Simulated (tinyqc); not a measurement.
Hydrogenic impurity: series, fields, screening, photoionisation and donor-acceptor pairs: one step, computed by the program tinyqc. Command: `OMP_NUM_THREADS=1 python tinyqc.py 3028374 3028375 out.jsonl hydrogenic walk`. One thread of a shared host (Intel(R) Xeon(R) Processor @ 2.30GHz), about 0.01 s of CPU time with the checks.

One isotropic, parabolic band. Effective units: Ry* and a*, in which H = -nabla^2 - 2/r.

Question. Stark effect and field ionisation. f = e F a*/(2 Ry*) is the field in atomic-like units. 1s shifts by -(9/2) f^2 Ry* (polarisability (9/2) a*^3), the n = 2 levels split linearly by +/- 6 f Ry*; the barrier top lies 4 sqrt(f) Ry* below the band edge and passes 1s at f = 1/16; the tunnelling rate of 1s is (2 Ry*/hbar) (4/f) exp(-2/(3 f)).

Inputs (values chosen for the exercise, for a model semiconductor): electric field F = 5000 V/cm.

Parts treated: electric field and pairs.

a* = 18.15372 angstrom

Ry* = 40.14202 meV

Constants: hbar = 6.582119569e-16 eV s.

Give: f; shift of 1s; linear shift (+/-) of the outer n = 2 levels; barrier lowering; field at which the barrier passes 1s; tunnelling rate of 1s.

Answer.

f = 0.01131

shift of 1s = -0.02309 meV

linear shift (+/-) of the outer n = 2 levels = 2.723 meV

barrier lowering = 17.07 meV

field at which the barrier passes 1s = 27640 V/cm

tunnelling rate of 1s = 1.063e-09 1/s

The barrier lowering is 0.43 Ry*, so the n = 2 levels (0.25 Ry*) are already above the barrier, and their first-order splitting has lost its meaning.
